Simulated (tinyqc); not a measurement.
What each parameter does: overlap of hydrogenic dopants: pairs, impurity band and the Mott density.

Ry* = Ry m/eps^2, aB = a0 eps/m. For 1s orbitals a distance rho = R/aB apart, in Ry*: overlap S = exp(-rho)(1 + rho + rho^2/3), J = (2/rho)(1 - (1 + rho) exp(-2 rho)) (attraction to the other ion), Kx = 2 (1 + rho) exp(-rho) (exchange of one electron). One electron on a pair has E = -1 - (J +/- Kx)/(1 +/- S), without the repulsion 2/rho of the ions. Hopping after orthogonalisation: t = (Kx - S J)/(1 - S^2), half the splitting. Dopants on a lattice with z neighbours, n = (3 sqrt3/4)/R^3 (bcc), give a band of width B = 2 z t, as on any lattice of two interpenetrating sublattices. Valleys, central cells and disorder are left out.

Constants: Ry = 13.60569312 eV; a0 (Bohr radius) = 0.5291772105 angstrom.

Parameters, chosen for this exercise (an isotropic mass and dielectric constant of the size used for donors in GaAs; shifted at random, so the results belong to these values and not to a real crystal): m = 0.065 m0 (mass); eps = 12.6 (dielectric constant); rho = 3 aB (distance of a pair); N = 0.014 1/aB^3 (dopant density); z = 8 (neighbours in the dopant lattice).

At fixed N in units of 1/aB^3 and fixed rho: Ry*, 2t of the pair, B of the lattice and the density in 1e18/cm^3 (1/angstrom^3 = 1e24/cm^3). Each row changes one parameter from the base and keeps the others.

Results:
```
case              Ry* (meV)  2t (meV)  B (meV)  density (1e18/cm^3)
base                  5.570    2.1337    5.492              0.01297
m = 0.0715 m0         6.128    2.3471    6.041              0.01726
eps = 13.86           4.604    1.7634    4.539             0.009745
rho = 3.5 aB          5.570    1.4842    5.492              0.01297
N = 0.021 1/aB^3      5.570    2.1337    8.480              0.01946
```

The largest shifts from the base row, up to three for each result and ties (the steps differ in size, so this ranks the rows, not the parameters). Ry* (meV): eps -0.967, m +0.557; unchanged at the printed digits by rho and N. 2t (meV): rho -0.6495, eps -0.3703, m +0.2134; unchanged at the printed digits by N. B (meV): N +2.988, eps -0.953, m +0.549; unchanged at the printed digits by rho. density (1e18/cm^3): N +0.00649, m +0.00429, eps -0.00323; unchanged at the printed digits by rho.

Program tinyqc; command `OMP_NUM_THREADS=1 python tinyqc.py 1451059 1451060 out.jsonl`; about 0.01 s on one thread of a shared Intel(R) Xeon(R) Processor @ 2.30GHz.
